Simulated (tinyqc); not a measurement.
Hydrogenic donor in a hard-walled well (variational): sweeps and comparisons. A value that a table varies takes the place of the one given here.

Trial function cos(pi z/L) exp(-r/lam), r measured from the donor at zi, walls at +/- L/2, one eps everywhere. Counted from the lowest subband, E(lam) = c/(m lam^2) - (q/eps) I0/I1, with I0 the integral of cos^2(pi z/L) exp(-2|z - zi|/lam) over the well and I1 the same with the factor (|z - zi| + lam/2); c = hbar^2/2m0, q = e^2/(4 pi eps0). The binding energy is -E at the minimum.

Constants: hbar^2/2m0 = 3.80998211 eV angstrom^2; e^2/(4 pi eps0) = 14.39964547 eV angstrom; Ry = 13.60569312 eV.

Parameters, chosen for this exercise (near those of Si, with one mean mass; not measured data):
- m = 0.289 m0 (mass)
- eps = 11.7 (dielectric constant)
- Ls = (4, 10, 20, 35, 73, 139, 281) angstrom (widths)
- L = 95 angstrom (well width)
- zi = 0 angstrom (position of the donor from the centre)

## Width of the well

Ry* = 28.7241 meV
a* = 21.423 angstrom

Donor at the centre and at the wall (zi = L/2).

Binding:
```
L (angstrom)   L/a*  centre (meV)  in Ry*  wall (meV)  in Ry*  centre/wall
4              0.19         96.15   3.347       72.41   2.521         1.33
10             0.47         80.47   2.801       51.16   1.781         1.57
20             0.93         66.13   2.302       36.53   1.272         1.81
35             1.63         54.64   1.902       26.84   0.935         2.04
73             3.41         41.81   1.456       17.39   0.606         2.40
139            6.49         34.20   1.191       11.96   0.416         2.86
281           13.12         30.30   1.055        8.71   0.303         3.48
```

At the centre the binding falls from 3.35 to 1.05 Ry*, between the limits 4 and 1. At the wall it falls from 2.52 to 0.30 Ry*, towards 1/4: the wall forces a node through the donor, as in a 2p state. With this trial function, which underbinds wall donors by about a tenth, the wall donor drops below the bulk value between 20 and 35 angstrom. The ratio grows from 1.33 to 3.48. Widths under about 15 angstrom lie outside envelope theory and serve only to show the limit.

## Position of the donor

Fixed width; zi from the centre to the wall.

Binding:
```
2 zi/L  zi (angstrom)  lam (angstrom)  binding (meV)  in Ry*
0.0               0.0            22.6          38.22   1.331
0.2               9.5            22.6          37.15   1.293
0.4              19.0            22.7          33.69   1.173
0.6              28.5            24.5          27.34   0.952
0.8              38.0            33.3          19.69   0.686
0.9              42.8            40.2          16.88   0.588
1.0              47.5            46.5          14.87   0.518
```

Uniform doping spreads the level over 23.35 meV, from 38.22 at the centre to 14.87 at the wall, while lam grows by 106 %. The slope is flat at the centre, which gives a peak in the density of donor states there, and steepest between 2 zi/L = 0.6 and 0.8.

## What each parameter does

The minimum over lam; Ry* = Ry m/eps^2. Each row changes one parameter from the base and keeps the others.

Results:
```
case              binding (meV)  lam (angstrom)  binding/Ry*
base                      38.22            22.6        1.331
m = 0.246 m0              34.34            26.2        1.405
eps = 10.5                45.85            20.4        1.286
L = 124 angstrom          35.25            22.8        1.227
zi = 19 angstrom          33.69            22.7        1.173
```

The largest shifts from the base row, up to three for each result and ties (the steps differ in size, so this ranks the rows, not the parameters). binding (meV): eps +7.63, zi -4.53, m -3.88. lam (angstrom): m +3.6, eps -2.2, L +0.2. binding/Ry*: zi -0.158, L -0.103, m +0.074.

tinyqc: `OMP_NUM_THREADS=1 python tinyqc.py 1252665 1252666 out.jsonl`; about 0.03 s, one thread, shared Intel(R) Xeon(R) Processor @ 2.30GHz.
